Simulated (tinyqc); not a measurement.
Inside a calculation. Model: adsorption as a lattice gas: isotherms with interactions, competition, desorption peaks and saturation dose. Computed by tinyqc, a small Python program that keeps every step. Command: `OMP_NUM_THREADS=1 python tinyqc.py 3029635 3029636 out.jsonl adsorb walk`. One thread of a shared host (Intel(R) Xeon(R) Processor @ 2.30GHz), about 0.2 s of CPU time with the checks. Intermediate numbers are printed to about 6 digits and carried at full precision; extremes and crossings named in words are read from the listed rows.

One adsorbate per site; a molecule needs 2 empty sites. Gas and surface have the same temperature.

Inputs (values chosen for the exercise, for a model surface):
```
quantity                                        value    unit
desorption energy E                             0.855      eV
prefactor nu                                    1e+13     1/s
pair energy w (positive repels)                 0.011      eV
neighbours z                                        4       -
site density N_s                                  8.4  1/nm^2
molecular mass M                                  250       u
sticking coefficient s0                         0.082       -
temperature T                                     408       K
pressure p                                       0.22      Pa
blocking by a second gas, K_B p_B                 1.5       -
heating rate beta                                0.96     K/s
initial coverage theta_0                         0.84       -
aspect ratio a (depth over diameter) of a hole     10       -
```

Adsorption: dissociative (second order).

Constants: u = 1.6605390666e-27 kg; k_B = 1.380649e-23 J/K; k_B = 8.617333262e-05 eV/K.

## Flux and the Langmuir coverage

Flux F = p/sqrt(2 pi M k_B T); k_d = nu exp(-E/(k_B T)); 2 s0 F (1 - theta)^2 = N_s k_d theta^2, so y = sqrt(2 s0 F/(N_s k_d)), theta = y/(1 + y). With a second gas on the same sites theta = y/(1 + y + K_B p_B).

flux F = 1814.96 1/(nm^2 s)

k_d = 274.600 1/s

y = 0.359224

Langmuir coverage = 0.264286

coverage with the second gas = 0.125637

## Coverage with interactions

With u = w/(k_B T). Mean field: theta/(1 - theta) = y exp(-z u theta). Quasi-chemical: theta/(1 - theta) = y [(r - 1 + 2 theta)(1 - theta)/((r + 1 - 2 theta) theta)]^(-z/2) exp(-z u/2), r = sqrt(1 - 4 theta (1 - theta)(1 - exp(-u))).

u = 0.312867

coverage, mean field = 0.215303

coverage, quasi-chemical = 0.217936

Repulsion lowers the coverage from 0.2643. Both theories put half coverage at ln y = z u/2 = 0.626; here ln y = -1.024.

## Isotherms

The formulas are those given above.

Coverage; the first column is ln y - z u/2:
```
ln y - z u/2  no interaction  mean field  quasi-chemical
-5.0                0.012441    0.012254        0.012279
-3.0                0.085156    0.077865        0.078609
-2.0                0.201931    0.169834        0.171995
-1.0                0.407511    0.316423        0.319128
-0.5                0.531392    0.405660        0.407361
0.0                 0.651521    0.500000        0.500000
0.5                 0.755051    0.594340        0.592639
1.0                 0.835584    0.683577        0.680872
2.0                 0.932500    0.830166        0.828005
3.0                 0.974061    0.922135        0.921391
5.0                 0.996409    0.987746        0.987721
```

At half coverage the slope d theta/d ln y is 1/4 without interaction, 1/(4 + z u) = 0.190 in mean field and 0.187 in the pair theory, 1/[4 + 2 z (exp(u/2) - 1)]. Repulsion spreads the filling over a wider range of pressure; the two theories differ by at most 0.0027 in these rows.

## Desorption peak without interaction

The peak obeys E/(k_B T_p^2) = (nu theta_0/beta) exp(-E/(k_B T_p)) if theta at the peak is theta_0/2. Redhead's shortcut, with the constant 3.46 (3.64 is also in use), reads E back as k_B T_p [ln(nu' T_p/beta) - 3.46], nu' = nu theta_0.

peak temperature T_p = 309.411 K

E by Redhead's shortcut = 0.855209 eV

The shortcut misses by +0.02 %, since 3.46 stands for ln(E/(k_B T_p)) = 3.47. A prefactor wrong by a factor 100 would shift E by 0.123 eV.

## Peak against initial coverage

Heating at the rate beta: d theta/dT = -(nu/beta) theta^2 exp(-[E - 2 z w theta]/(k_B T)). Integrated numerically (relative tolerance 1e-9); T_p is the maximum of the rate.

Peak temperatures (K):
```
theta_0    w = 0   with w
0.1      329.383  326.594
0.3      318.496  310.345
0.5      313.668  300.186
0.7      310.565  291.735
0.9      308.285  284.073
```

Without interaction the peak moves down by 21.1 K, the mark of second order; with w it moves by -42.5 K.

## Dose to saturate, flat and in a hole

Without desorption or interaction, 99 % coverage needs the time 99 N_s/(2 s0 F). For a round hole of aspect ratio a in molecular flow with unit sticking (Gordon), the time is N_s/(2F) x [1 + (19/4) a + (3/2) a^2]. The larger of the two times is a rough guide.

time on a flat surface = 2.79386 s

time for the hole = 0.459350 s

The surface reaction is the slower step. Caution: with k_d = nu exp(-E/(k_B T)) of these inputs desorption is not negligible over the time on a flat surface, so without interaction 99 % coverage is not reached.

Checks made by the program: quasi-chemical form at low coverage and at the symmetry point (relative difference 1e-07); T_p against the integrated rate equation (relative difference 2e-03).
